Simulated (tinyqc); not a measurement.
Strain-driven roughening and islands of a mismatched epitaxial film: one step, computed by the program tinyqc. Command: `OMP_NUM_THREADS=1 python tinyqc.py 3000831 3000832 out.jsonl island walk`. One thread of a shared host (Intel(R) Xeon(R) Processor @ 2.30GHz), about 0.01 s of CPU time with the checks.

Film and substrate share isotropic elastic constants; the film is coherent and biaxially strained.

Problem. Which shape at the volume V. Shallow faceted island (Tersoff form): E = 4 Gam V^(2/3) tan^(1/3)(theta) - 6 c V tan(theta), Gam = gamma [x/sin(theta) - 1/tan(theta)], x the facet energy over gamma, c = stress^2 (1 - nu)/(2 pi G). The two energies cross at V_x^(1/3) = 4 [Gam_2 t2^(1/3) - Gam_1 t1^(1/3)]/(6 c (t2 - t1)), t = tan(theta); mu = dE/dV.

Inputs (values chosen for the exercise, modelled on GaN on AlN):
```
quantity                                    value     unit
shear modulus G                               120      GPa
Poisson ratio nu                             0.22        -
surface energy gamma                         1.76    J/m^2
contact angle of the shallow shape theta_1   8.67  degrees
contact angle of the steep shape theta_2     32.3  degrees
facet energy of shape 1 over gamma          1.001        -
facet energy of shape 2 over gamma          1.035        -
island volume V                              5000     nm^3
```

stress = 9.309538 GPa

Gam of shape 2 = 0.6249419 J/m^2

Gam of shape 1 = 0.1450918 J/m^2

c = 0.08965815 GPa

Constants: e = 1.602176634e-19 C.

Give: E of shape 1; E of shape 2; crossing volume V_x; jump of mu at V_x, shape 2 less shape 1.

Solution.

E of shape 1 = -1994 eV

E of shape 2 = -6698 eV

crossing volume V_x = 359.8 nm^3

jump of mu at V_x, shape 2 less shape 1 = -86.02 MJ/m^3

At V the steep shape is lower. At V_x the chemical potential drops, so islands that have turned steep grow at the cost of the shallow ones. Caution: the shallow-slope form overstates the relaxation of facets steeper than about 25 degrees.
